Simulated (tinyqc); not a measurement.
Coherent transport through a tight-binding region between two chains, step by step. Computed by tinyqc, a small Python program that keeps every step. Settings: temperature = 4, mu = 0.26. Command: `OMP_NUM_THREADS=1 python tinyqc.py 27933 27934 out.jsonl` (the two numbers bound the seeds that draw the settings). One thread of a shared host (Intel(R) Xeon(R) Processor @ 2.60GHz), about 0.07 s of CPU time with the checks.

## Transmission at E = -0.64 eV

H of the central region (eV):
```
,1,2
1,0.0000,-1.3900
2,-1.3900,0.0000
```

Leads: semi-infinite chains with site energy 0:
```
parameter,value
lead hopping t (eV),2.710000
coupling to the left lead (eV),0.320000
coupling to the right lead (eV),1.360000
left contact site,1
right contact site,2
```

E = -0.6400 eV

Surface Green function g = (E - i sqrt(4 t^2 - E^2)) / (2 t^2); self-energy tc^2 g on each contact site; G = (E - H - Sigma)^(-1); Gamma = -2 Im Sigma; T = Gamma_L Gamma_R |G_LR|^2; local density of states -Im G_ii / pi.

g = -0.0436-0.3664i 1/eV

G (1/eV):
```
,1,2
1,0.2130-0.4831i,0.8038-0.2266i
2,0.8038-0.2266i,0.3614-0.1253i
```

local density of states (1/eV): 0.1538  0.0399

transmission = 0.0709

## Transmission across the band

The same steps on a grid of energies.

T(E):
```
E (eV),T
-5.149000,4.36e-05
-4.634100,1.90e-04
-4.119200,0.0005
-3.604300,0.0012
-3.089400,0.0031
-2.574500,0.0091
-2.059600,0.0354
-1.544700,0.1634
-1.029800,0.1208
-0.514900,0.0634
0.000000,0.0520
0.514900,0.0634
1.029800,0.1208
1.544700,0.1634
2.059600,0.0354
2.574500,0.0091
3.089400,0.0031
3.604300,0.0012
4.119200,0.0005
4.634100,1.90e-04
5.149000,4.36e-05
```

levels of the isolated region (eV): -1.3900  1.3900

## Current

I = (2e/h) int T(E) [f(E - mu - V/2) - f(E - mu + V/2)] dE at 4 K with mu = 0.26 eV, the bias not changing H; 2e^2/h = 77.48092 microsiemens; the integral runs over the band on 4001 points.

Current:
```
V (volt),I (microampere)
0.0100,0.0396
0.0500,0.2146
0.1000,0.4241
0.2000,0.8470
0.4000,1.7089
0.8000,3.5412
```
